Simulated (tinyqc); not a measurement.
Inside a calculation. Model: round nanowire with a gate all round, subbands and threshold shift from confinement.

Numbers from tinyqc (`OMP_NUM_THREADS=1 python tinyqc.py 2350007 2350008 out.jsonl`; about 0.2 s on one thread of a shared Intel Xeon 2.30GHz). Printed values are rounded.

Undoped body with a flat potential across it, hard walls, transport along x. Three valley pairs (g = 2 each) with the longitudinal mass along x, y or z. Non-parabolicity enters the subband edges through E (1 + al E) = gamma, so E = 2 gamma/(1 + sqrt(1 + 4 al gamma)); motion within a subband is taken as parabolic with the band-edge mass. Energies are counted from the bulk band edge.

Values chosen for this exercise; masses close to those of silicon: temperature T = 300 K; longitudinal mass ml = 0.924 m0; transverse mass mt = 0.187 m0; non-parabolicity al = 0 1/eV; diameter t = 2 nm; widening of the box by penetration into the insulator dl = 0 nm.

Constants: q = 1.602176634e-19 C, kB = 1.380649e-23 J/K, hbar = 1.054571817e-34 J s, m0 = 9.1093837015e-31 kg, Vt = kB T/q, hbar^2/(2 m0) = 0.0380998212 eV nm^2. Results are converted to the units shown.

Range of the model: For the strongly anisotropic y and z valleys the mean inverse mass serves only for l = 0; pairs with l > 0 really split widely. A parabolic band overstates subband edges this high. Levels near or above 1 eV lie beyond real barriers and upper valleys; they are listed for the hard-wall model only. Below about 3 nm the effective-mass picture with bulk masses becomes unreliable.

## Lowest subbands

gamma = C (2 z/(t + dl))^2 (1/my + 1/mz)/2, z the zeros of the Bessel functions J_l (2.404826, 3.831706, 5.135622, 5.520078, ...), twofold for l > 0; the mean inverse mass is an approximation for anisotropic valleys, C = hbar^2/(2 m0). List the 3 lowest, labelled by valley axis and quantum numbers, with degeneracy g and N_k: N_k = g sqrt(2 mx m0 kB T/(pi hbar^2)).

| subband | E_k (eV) | g | N_k (cm^-1) |
|---|---|---|---|
| y0,1 | 0.708371 | 2 | 4.01940e6 |
| z0,1 | 0.708371 | 2 | 4.01940e6 |
| x0,1 | 1.17828 | 2 | 8.93463e6 |

## Threshold shift

Each subband has N_k = g sqrt(2 mx m0 kB T/(pi hbar^2)); without degeneracy n = exp(EF/Vt) sum N_k exp(-E_k/Vt). Classical value Nc times pi t^2/4, Nc = sum over valleys of 2 g (m m0 kB T/(2 pi hbar^2))^1.5 with m = (mx my mz)^(1/3). Threshold shift dVT = Vt ln(classical value/sum N_k exp(-E_k/Vt)). Use the subbands listed.

shares, subband y0,1 to x0,1 (%): [50.0000, 50.0000, 0.0000]
sum N_k exp(-E_k/Vt) = 1.01178e-5 cm^-1
Nc = 2.70646e19 cm^-3
classical value = 8.50258e5 cm^-1
dVT = 650.294 mV

With all subbands dVT = 650.3 mV. The lowest edge lies at 708 meV; dVT is smaller than that, since sum N_k exp(-(E_k - E_1)/Vt) exceeds the classical value.
